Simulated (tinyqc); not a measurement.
Charge neutrality of a doped semiconductor with incomplete ionisation: one step, computed by the program tinyqc.

Energies are counted from the top of the valence band; E_D is measured down from the conduction band and E_A up from the valence band.

Question. Gap and effective densities of states. E_g = E_g0 - alpha T^2/(T + beta). N_c = 2 M_c (2 pi m_e k_B T/h^2)^(3/2) and N_v = 2 (2 pi m_h k_B T/h^2)^(3/2), masses in units of m_0. n_i = sqrt(N_c N_v) exp(-E_g/(2 k_B T)); E_i = E_g/2 + (k_B T/2) ln(N_v/N_c).

Inputs (values chosen for the exercise, modelled on GaSb):
```
quantity              value  unit
gap at 0 K E_g0       0.797    eV
Varshni alpha      0.000423  eV/K
Varshni beta            135     K
electron mass m_e    0.0389   m_0
valleys M_c               1     -
hole mass m_h         0.411   m_0
temperature T           200     K
```

Doping: p-type, compensated. Statistics of the bands: Fermi-Dirac.

Constants: m_0 = 9.1093837015e-31 kg; k_B = 1.380649e-23 J/K; h = 6.62607015e-34 J s; k_B = 8.617333262e-05 eV/K.

Give: gap E_g; N_c; N_v; k_B T; intrinsic density n_i; intrinsic level E_i.

Answer.

gap E_g = 0.74649 eV

N_c = 1.0480e+17 cm^-3

N_v = 3.5991e+18 cm^-3

k_B T = 0.017235 eV

intrinsic density n_i = 2.4148e+08 cm^-3

intrinsic level E_i = 0.40372 eV
